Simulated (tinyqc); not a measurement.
Silicon n-p-n transistor, Gummel numbers and transit times: effect of the temperature.

One-dimensional n-p-n transistor in the forward active mode at low injection. In the base p(x) = NB exp(-eta x/wb) and ni(x)^2 = ni^2 exp((g0 + g1 x/wb)/Vt); electrons leave the base at vsat; band spikes at the emitter junction and recombination inside the emitter are ignored.

Nc and Nv are given at 300 K and scale as (T/300 K)^1.5; all else is held fixed. f(x) = p(x) ni^2/ni(x)^2; I(x) = integral from x to wb of f/Dn, plus f(wb)/vsat; base Gummel number GB = I(0); electron density per unit flux n/(J/q) = I/f; base transit time tauB = integral of I/f over the base. ni = sqrt(Nc Nv) exp(-Eg/(2 Vt)), Eg in volts; GE = NE exp(-gE/Vt)(we/Dp + 1/Se); JC = J0 exp(VBE/Vt), J0 = q ni^2/GB; gain limited by back injection GE/GB, by base recombination tb/tauB, together 1/beta = the sum of the inverses; collector layer one-sided, Wc = sqrt(2 eps0 eps_r (Vbc + VCB)/(q NC)), Vbc = Vt ln(p(wb) NC/ni^2), Cjc = eps0 eps_r/Wc; Early voltage VA = GB q p(wb)/(f(wb) Cjc [1/Dn - (eta + g1/Vt)/(wb vsat)]), f(wb) = p(wb) exp(-(g0 + g1)/Vt), p(wb) = NB exp(-eta); tauC = Wc/(2 vsat). Peak fT here means 1/(2 pi (tauB + tauC + Rc Cjc)); base sheet resistance 1/(q mp times the integral of p).

Parameters, values chosen for the exercise; band and dielectric values close to those of silicon:
- Eg = 1.1 eV (band gap)
- eps_r = 11.8 (relative permittivity)
- Nc = 2.79e19 cm^-3 (conduction-band density of states at the reference temperature)
- Nv = 2.63e19 cm^-3 (valence-band density of states at the reference temperature)
- vsat = 1.01e7 cm/s (saturation velocity)
- wb = 96 nm (neutral base width)
- NB = 1.6e18 cm^-3 (base doping at the emitter edge)
- eta = 0 (doping falls as exp(-eta x/wb))
- g0 = 0 eV (gap reduction at the emitter edge of the base)
- g1 = 0 eV (further gap reduction across the base (linear))
- Dn = 9.3 cm^2/s (electron diffusion coefficient in the base)
- NE = 2.2e20 cm^-3 (emitter doping)
- gE = 0.084 eV (gap reduction in the emitter (negative: wider gap))
- we = 260 nm (neutral emitter width)
- Dp = 1.1 cm^2/s (hole diffusion coefficient in the emitter)
- Se = 2e6 cm/s (recombination velocity at the emitter contact)
- tb = 3e-7 s (electron lifetime in the base)
- NC = 1.1e16 cm^-3 (collector doping)
- VCB = 1.6 V (collector-base reverse bias)
- Rc = 40 ohm um^2 (emitter plus collector resistance)
- mp = 120 cm^2/(V s) (hole mobility in the base)

Constants: q = 1.602176634e-19 C, kB = 1.380649e-23 J/K, Vt = kB T/q, eps0 = 8.8541878128e-14 F/cm where lengths are in cm. Results are converted to the units shown.

The same in every row: GB (s/cm^4) = 1.810e12; tb/tauB = 5.080e4; tauB (ps) = 5.905; base sheet resistance (kohm) = 3.386.

Result of one run:

| GE/GB | beta | VA (V) | tauC (ps) | peak fT (GHz) |
|---|---|---|---|---|
| 320.1 | 318.1 | 133.4 | 2.559 | 18.79 |

Which temperature T gave this result: 200, 240, 320, 400 or 440 K?

T = 440 K.

The whole series:

| T (K) | GE/GB | beta | VA (V) | tauC (ps) | peak fT (GHz) |
|---|---|---|---|---|---|
| 200 | 22.42 | 22.41 | 141.6 | 2.715 | 18.45 |
| 240 | 50.52 | 50.47 | 140.4 | 2.692 | 18.50 |
| 280 | 90.26 | 90.10 | 139.1 | 2.667 | 18.55 |
| 320 | 139.5 | 139.1 | 137.7 | 2.642 | 18.60 |
| 360 | 195.6 | 194.9 | 136.3 | 2.615 | 18.66 |
| 400 | 256.5 | 255.2 | 134.9 | 2.587 | 18.72 |
| 440 | 320.1 | 318.1 | 133.4 | 2.559 | 18.79 |
| 480 | 385.0 | 382.1 | 131.9 | 2.529 | 18.85 |

As T goes from 200 to 480, beta rises from 22.4 to 382, VA falls from 142 to 132 V, the peak fT rises from 18.4 to 18.9 GHz and the base sheet resistance stays at 3.39 kohm. The product beta VA changes by a factor of 15.9. Back injection limits the gain in every row.

Range of the model: Heavy doping makes emitter or base degenerate; gE and g0 are to be read as apparent gap changes that include this.

Computed by the program tinyqc: `OMP_NUM_THREADS=1 python tinyqc.py 2320034 2320035 out.jsonl`, one thread of a shared Intel Xeon 2.30GHz, about 0.01 s for the whole run.
